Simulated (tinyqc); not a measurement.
# Worked calculation: random telegraph noise from one oxide trap in a small MOSFET

Program tinyqc, `OMP_NUM_THREADS=1 python tinyqc.py 2710015 2710016 out.jsonl`; Intel Xeon 2.30GHz, shared host, one thread, about 0.01 s. Printed values are rounded.

An acceptor-like trap exchanges electrons with the channel. Inversion charge Q = Cox u, u = n Vt W0(exp((Vg - VT)/(n Vt))), W0 the Lambert function, n = nf, Cox = eps0 eox/tox; linear regime Id = (W/L) mu Q Vd. Relative to threshold the surface potential rises by Vt ln(u/u0) and the oxide voltage by the rest of Vg - VT, with u0 = n Vt W0(1).

Values chosen for this exercise; values of the order met in silicon transistors: temperature T = 250 K; relative permittivity of the gate insulator (close to silicon dioxide) eox = 3.9; insulator thickness tox = 2.3 nm; depth of the trap from the channel interface xt = 0.3 nm; trap level above the channel Fermi level at threshold E0 = 0.07 eV; capture prefactor s0 = 7e-16 cm^2; capture barrier (lattice relaxation) EB = 0.41 eV; tunnelling decay length lt = 0.17 nm; thermal velocity vth = 1.2e7 cm/s; thickness of the inversion layer zi = 1.6 nm; threshold voltage VT = 0.51 V; body factor nf = 1.17; gate width W = 29 nm; gate length L = 65 nm; mobility mu = 380 cm^2/(V s); scattering coefficient of the charged trap asc = 3.1e-16 V s; drain voltage Vd = 0.02 V; gate voltage Vg = 0.66 V.

Constants: q = 1.602176634e-19 C, kB = 1.380649e-23 J/K, Vt = kB T/q, eps0 = 8.8541878128e-14 F/cm where lengths are in cm. Results are converted to the units shown.

Range of the model: VT is taken as given; short-channel effects and the uneven flow of current among few electrons are left out.

## Trap level, time constants and occupancy

N = Cox u/q; dpsi = Vt ln(u/u0); E = E0 - dpsi - (xt/tox)(Vg - VT - dpsi); capture time tc = 1/[(N/zi) vth s0 exp(-xt/lt - EB/Vt)]; emission time te = tc exp(-E/Vt); occupancy te/(tc + te).

u = 0.112333 V
N = 1.05264e12 cm^-2
dpsi = 0.0444124 V
E = 0.0118153 eV
tc = 0.0194625 s
te = 0.0112464 s
occupancy = 0.366226

The trap lies 0.55 Vt above the Fermi level, so it is empty most of the time.

## Step height

A = W L; threshold step dV = q (1 - xt/tox)/(Cox A); gm/Id = 1/(u + n Vt); relative step dI/I = (gm/Id) dV + asc mu/A. Id as defined.

electrons in the channel N A = 19.8423
dV = 4.92284 mV
gm/Id = 7.27070 1/V
number part of dI/I = 3.57925 %
dI/I = 4.20418 %
Id = 0.571860 uA
dI = 24.0420 nA

## Lorentzian spectrum

Spectrum S(f) = 4 dI^2/{(tc + te)[(1/tc + 1/te)^2 + (2 pi f)^2]}; corner fc = (1/tc + 1/te)/(2 pi); variance dI^2 tc te/(tc + te)^2. Give S at f = 0, at fc and at 10 fc.

fc = 22.3292 Hz
S(0) = 3.82501e-18 A^2/Hz
S(fc) = 1.91250e-18 A^2/Hz
S(10 fc) = 3.78714e-20 A^2/Hz
rms current = 11.5828 nA

The rms value is 0.482 of the step; it reaches its largest share, 1/2, when tc = te.
